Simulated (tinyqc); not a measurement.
Core-shell quantum dot (spherical envelope functions): one step. Exciton and biexciton.

Overlap = (integral of u_e u_h)^2 with normalised u. Coulomb integrals J_ab = (q/eps) double integral of u_a(r)^2 u_b(s)^2/max(r, s), q = e^2/(4 pi eps0), one eps everywhere. Exciton E = Eg + E_e + E_h - J_eh; first-order biexciton shift J_ee + J_hh - 2 J_eh (positive: repulsive).

Constants: hc = 1239.841984 eV nm.

Inputs chosen for the exercise (out of a larger set: near those of an InAs/InP core-shell dot; not measured data): Eg = 0.416 eV (gap of the core).

Levels:
```
carrier     E (eV)  share in the core
electron  0.663419            0.18021
hole      0.284003            0.70231
```

J_eh, J_ee, J_hh (meV): [70.466, 56.584, 108.516]

Problem. Give E, the wavelength hc/E and the biexciton shift.

Give: E; wavelength; biexciton shift.

Solution.

E = 1.293 eV
wavelength = 959 nm
biexciton shift = 24 meV

At first order the shift is the Coulomb integral of the net charge density with itself and cannot be negative; correlation, left out here, lowers it.

(tinyqc, `OMP_NUM_THREADS=1 python tinyqc.py 1280656 1280657 out.jsonl`, Intel(R) Xeon(R) Processor @ 2.30GHz, 1 thread, shared host, about 0.03 s.)
